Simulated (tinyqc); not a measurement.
# Worked calculation: undoped symmetric double-gate MOSFET, analytic potential model

tinyqc, about 0.01 s, one thread, Intel Xeon 2.30GHz (shared host): `OMP_NUM_THREADS=1 python tinyqc.py 2440081 2440082 out.jsonl` Printed values are rounded.

An undoped body of thickness ts between two equal insulators and tied gates; long channel, electrons only, n = ni exp((psi - V)/Vt) with V the quasi-Fermi potential (0 at the source, Vd at the drain), constant mobility, no quantisation. Across the body psi(x) = V - 2 Vt ln[(ts/(2 beta)) sqrt(q ni/(2 eps0 eps_r Vt)) cos(2 beta x/ts)], x from the centre. Q is the electron charge per area of the whole body.

Values chosen for this exercise; material values close to those of germanium: temperature T = 300 K; band gap Eg = 0.658 eV; relative permittivity of the semiconductor eps_r = 16.2; conduction-band density of states at T Nc = 1.05e19 cm^-3; valence-band density of states at T Nv = 6e18 cm^-3; relative permittivity of the gate insulator eox = 24.1; insulator thickness tox = 8.6 nm; body thickness ts = 20 nm; gate work function less that of the intrinsic body dphi = -0.01 V; channel mobility mu = 620 cm^2/(V s); gate length L = 0.5 um; gate voltage Vg = 0.61 V; drain voltage Vd = 0.05 V.

Constants: q = 1.602176634e-19 C, kB = 1.380649e-23 J/K, Vt = kB T/q, eps0 = 8.8541878128e-14 F/cm where lengths are in cm. Results are converted to the units shown.

Range of the model: The surface density at the source passes 0.3 Nc, where Boltzmann statistics fail.

## Constants of the body

ni = sqrt(Nc Nv) exp(-Eg/(2 Vt)), Eg in volts; r = eps_r tox/(eox ts); V0 = dphi + 2 Vt ln[(2/ts) sqrt(2 eps0 eps_r Vt/(q ni))].

ni = 2.35892e13 cm^-3
r = 0.289046
V0 = 0.245533 V

## Iteration 1: beta at the source by Newton steps

beta at the start = 1.5

With V = 0: f = ln(beta) - ln(cos beta) + 2 r beta tan(beta) - (Vg - V0)/(2 Vt); f' = 1/beta + tan(beta) + 2 r [tan(beta) + beta/cos^2(beta)]; beta(new) = beta - f/f'.

f = 8.23300
f' = 196.217
beta after iteration 1 = 1.45804

## Iteration 2: beta at the source by Newton steps

As before.

f = 2.95628
f' = 81.2012
beta after iteration 2 = 1.42163

## Course of the iteration: beta at the source by Newton steps

Stop when beta changes by less than 1e-11, or after 40 iterations. beta must stay between 0 and pi/2.

Course of the iteration:
```
iteration	beta	|change|
1	1.45804	0.0420
2	1.42163	0.0364
3	1.40763	0.0140
4	1.40634	1.29e-3
5	1.40633	9.33e-6
6	1.40633	4.78e-10
7	1.40633	0
```

Converged in 7 iterations. At the end the number of correct digits about doubles with each step.

## Charges and drain current

beta_s = 1.40633
beta_d = 1.37893

beta (between 0 and pi/2) solves (Vg - V0 - V)/(2 Vt) = ln(beta) - ln(cos beta) + 2 r beta tan(beta). Q = 8 eps0 eps_r Vt beta tan(beta)/ts; I = mu (1/L)(4 eps0 eps_r/ts)(2 Vt)^2 [g(beta_s) - g(beta_d)] per width, g = beta tan(beta) - beta^2/2 + r beta^2 tan^2(beta), with beta_s at V = 0 and beta_d at V = Vd.

Qs = 1256.87 nC/cm^2
Qd = 1052.91 nC/cm^2
g(beta_s) = 28.2392
g(beta_d) = 20.7130
I = 71.5715 uA/um

The term r beta^2 tan^2(beta), which gives the square law, makes up 73.5 % of g at the source.

## Potential and electron density across the body at the source

x/ts, point 0 to 6: 0  0.1  0.2  0.3  0.4  0.45  0.5

psi(x) as above with V = 0 and beta = beta_s; n = ni exp(psi/Vt).

```
point	psi (V)	n (cm^-3)
0	0.273163	9.15488e17
1	0.275236	9.91911e17
2	0.281816	1.27940e18
3	0.294286	2.07249e18
4	0.316665	4.92561e18
5	0.335347	1.01459e19
6	0.366725	3.41524e19
```

The density at the surface is 37.3 times that at the centre (1/cos^2 beta). It reaches 3.3 Nc, where Boltzmann statistics overestimate it.
